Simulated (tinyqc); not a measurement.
Band offsets from two capacitances.

Inverse problem. A p-n heterojunction (1: p-type, 2: n-type) in the depletion approximation obeys 1/C^2 = 2 (er1 N1 + er2 N2)(Vbi - V)/(q eps0 er1 er2 N1 N2), with Vbi = dEc + Eg1 - Vt ln(Nc2 Nv1/(N1 N2)), dEc = Ec2 - Ec1 and dEv = Eg2 - Eg1 - dEc. Find N2, Vbi, dEc and dEv.

Parameters, values chosen for the exercise; band and dielectric values close to those of crystalline and amorphous silicon:
- T = 300 K (temperature)
- Eg1 = 1.14 eV (band gap of material 1)
- er1 = 11.8 (relative permittivity of material 1)
- Nv1 = 2.69e19 cm^-3 (valence-band density of states of material 1)
- Eg2 = 1.75 eV (band gap of material 2)
- er2 = 11.8 (relative permittivity of material 2)
- Nc2 = 9.93e19 cm^-3 (conduction-band density of states of material 2)
- N1 = 3e18 cm^-3 (acceptor density of material 1)

Constants: q = 1.602176634e-19 C, kB = 1.380649e-23 J/K, Vt = kB T/q, eps0 = 8.8541878128e-14 F/cm where lengths are in cm. Results are converted to the units shown.

C at V = 0 and -3 V (nF/cm^2): 180.72502  94.136168

Solution. The slope of 1/C^2 against -V is (2/(q eps0)) (1/(er2 N2) + 1/(er1 N1)), which gives N2; the intercept is Vbi, and the offsets follow.

N2 = 5.10e17 cm^-3
Vbi = 1.12 V
dEc = 0.170 eV
dEv = 0.440 eV

Program tinyqc, `OMP_NUM_THREADS=1 python tinyqc.py 2040025 2040026 out.jsonl`; Intel Xeon 2.30GHz, shared host, one thread, about 0.02 s.
